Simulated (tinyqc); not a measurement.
Comparisons within one model: pair of shallow donors (hydrogen-like orbitals). A value that a table varies takes the place of the one given here.

Each donor has the orbital exp(-r/a); energy unit Ha* = q/(eps a), q = e^2/(4 pi eps0), so that a lone donor is bound by Ha*/2; x = R/a. One electron: S = (1 + x + x^2/3) exp(-x), j = 1/x - (1 + 1/x) exp(-2x), k = (1 + x) exp(-x); levels E(+/-) = -1/2 - (j +/- k)/(1 +/- S) in Ha*, without the repulsion of the ions, split by D = |E(-) - E(+)|. In six valleys the overlaps S and k are multiplied by v = [cos(K Rx) + cos(K Ry) + cos(K Rz)]/3, K = k0 (2 pi/a_lat), for isotropic envelopes and the symmetric valley state.

Two electrons, Heitler-London: with S' = (1 - x + x^2/3) exp(x), C = 1/x - exp(-2x)(1/x + 11/8 + 3x/4 + x^2/6), X = (1/5){exp(-2x)(25/8 - 23x/4 - 3x^2 - x^3/3) + (6/x)[S^2 (0.5772157 + ln x) + S'^2 Ei(-4x) - 2 S S' Ei(-2x)]}, Q = C - 2j + 1/x and A = X - 2 S k + S^2/x, the singlet and triplet lie at (Q +/- w A)/(1 +/- w S^2) from two lone donors, with the valley weight w = v^2; the exchange is J = triplet - singlet.

Constants: e^2/(4 pi eps0) = 14.39964547 eV angstrom.

Values chosen for the exercise (near those of two donors in Si; the results hold for these values, not for the real material):
- a = 17.3 angstrom (orbital radius)
- eps = 11.6 (dielectric constant)
- a_lat = 5.431 angstrom (lattice constant)
- k0 = 0.845 2 pi/a_lat (valley position)
- sites = ((10, 0, 0), (11, 0, 0), (12, 0, 0), (13, 0, 0), (14, 0, 0), (15, 0, 0), (16, 0, 0), (17, 0, 0), (18, 0, 0)) a_lat (positions of the second donor)
- Ns = (0.043, 0.11, 0.26, 0.64, 1.5, 3.2, 6.4) x 1e18/cm^3 (donor densities)
- n = (18, 4, 0) a_lat (separation vector)

## Lattice sites along [100]

D and J for each site, and for v = 1.

Results:

| site | R (angstrom) | v | D (meV) | J (micro-eV) | J for v = 1 |
|---|---|---|---|---|---|
| (10, 0, 0) | 54.3 | 0.350 | 3.95 | 573 | 4.74e+03 |
| (11, 0, 0) | 59.7 | 0.574 | 5.40 | 1.02e+03 | 3.11e+03 |
| (12, 0, 0) | 65.2 | 0.879 | 6.82 | 1.55e+03 | 2.01e+03 |
| (13, 0, 0) | 70.6 | 0.999 | 6.20 | 1.28e+03 | 1.28e+03 |
| (14, 0, 0) | 76.0 | 0.827 | 4.02 | 551 | 805 |
| (15, 0, 0) | 81.5 | 0.515 | 1.96 | 133 | 500 |
| (16, 0, 0) | 86.9 | 0.336 | 1.00 | 34.8 | 308 |
| (17, 0, 0) | 92.3 | 0.446 | 1.04 | 37.4 | 188 |
| (18, 0, 0) | 97.8 | 0.750 | 1.36 | 64.0 | 114 |

What can be read from the table?

Over these sites the envelope alone changes J by a factor 41.6, and the valley factor v^2 by 8.83; J runs from 34.8 at (16, 0, 0) to 1.55e+03 micro-eV at (12, 0, 0). Along [100] four valleys keep their phase, so v = (2 + cos)/3 stays between 1/3 and 1. J does not fall steadily with distance.

## From lone donors to an impurity band (impurity band of shallow donors (Hubbard estimate))

Donors on a simple cubic lattice of spacing R = N^(-1/3) (1/angstrom^3 = 1e24/cm^3), Ha* = q/(eps a), q = e^2/(4 pi eps0), x = R/a. Hopping t = Ha* (1 + x) exp(-x), band width B = 12 t, on-site repulsion U = (5/8) Ha*; the gap closes near B/U = 1.15. Valley factors and disorder are left out.

Results:

| N (1e18/cm^3) | R (angstrom) | N^(1/3) a | t (meV) | B (meV) | B/U |
|---|---|---|---|---|---|
| 0.043 | 285.4 | 0.061 | 8.58e-05 | 0.00103 | 2.30e-05 |
| 0.11 | 208.7 | 0.083 | 0.00540 | 0.0648 | 0.00145 |
| 0.26 | 156.7 | 0.110 | 0.0842 | 1.01 | 0.0225 |
| 0.64 | 116.0 | 0.149 | 0.676 | 8.11 | 0.181 |
| 1.5 | 87.4 | 0.198 | 2.78 | 33.4 | 0.745 |
| 3.2 | 67.9 | 0.255 | 6.99 | 83.9 | 1.87 |
| 6.4 | 53.9 | 0.321 | 13.1 | 157 | 3.51 |

What can be read from the table?

B/U passes 1.15 between 1.5 and 3.2 x 1e18/cm^3; the root is x = 4.52, N^(1/3) a = 0.221, N = 2.1 x 1e18/cm^3, below the 3.4 that the empirical rule N^(1/3) a = 0.26 gives; the estimate is rough, since random positions, the overlap of the orbitals and screening are left out. While N grows by 149 times, t grows by 1.53e+05 times.

## What each parameter does

x, D = |E(-) - E(+)| and J. Each row changes one parameter from the base and keeps the others.

Results:

| case | x | D (meV) | J (micro-eV) |
|---|---|---|---|
| base | 5.789 | 0.2807 | 2.74 |
| a = 15.6 angstrom | 6.419 | 0.1853 | 1.08 |
| eps = 12.8 | 5.789 | 0.2544 | 2.48 |
| k0 = 0.825 2 pi/a_lat | 5.789 | 0.6910 | 16.6 |
| n = (19, 4, 0) a_lat | 6.095 | 0.5095 | 9.03 |

What does this show?

The largest shifts from the base row, up to three for each result and ties (the steps differ in size, so this ranks the rows, not the parameters). x: a +0.631, n +0.307; unchanged at the printed digits by eps and k0. D (meV): k0 +0.410, n +0.229, a -0.0954. J (micro-eV): k0 +13.8, n +6.29, a -1.66.

Computed by tinyqc, a small Python program: `OMP_NUM_THREADS=1 python tinyqc.py 1282358 1282359 out.jsonl` (the numbers bound the seed that draws the inputs); one thread of a shared host (Intel(R) Xeon(R) Processor @ 2.30GHz), about 0.01 s for the whole set of steps.
